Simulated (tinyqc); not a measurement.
Two-sublattice mean-field magnet: ferrimagnet, compensation points and susceptibility: one step, computed by the program tinyqc. Command: `OMP_NUM_THREADS=1 python tinyqc.py 3018720 3018721 out.jsonl ferri walk`. One thread of a shared host (Intel(R) Xeon(R) Processor @ 2.30GHz), about 0.01 s of CPU time with the checks.

A random alloy A(1-x)B(x) with H = -sum over pairs J S_i.S_j. a = <S_A> and b = <S_B> are taken along z, a > 0. Exchange fields: h_A = (1 - x) zJ_AA a + x zJ_AB b, h_B = (1 - x) zJ_AB a + x zJ_BB b; a = S_A B_(S_A)(S_A h_A/(k_B T)) and likewise for b, with the Brillouin function B_S(y) = [(2S + 1)/(2S)] coth[(2S + 1) y/(2S)] - [1/(2S)] coth[y/(2S)].

Problem. Net moment and spin. Net moment m = (1 - x) g_A a + x g_B b in mu_B per site; net spin s = (1 - x) a + x b. At T = 0, a = S_A and b = -S_B. Effective g = m/s.

Inputs (values chosen for the exercise, for a model ferrimagnet): spin S_A = 2.5; spin S_B = 3.5; g factor g_A = 2; g factor g_B = 2; fraction x of B sites = 0.28.

a = 2.488787

b = -2.780026

Give: net moment m; net spin s; m at T = 0; effective g.

Solution.

net moment m = 2.027 mu_B

net spin s = 1.014

m at T = 0 = 1.64 mu_B

effective g = 2

A dominates at T, as at T = 0.
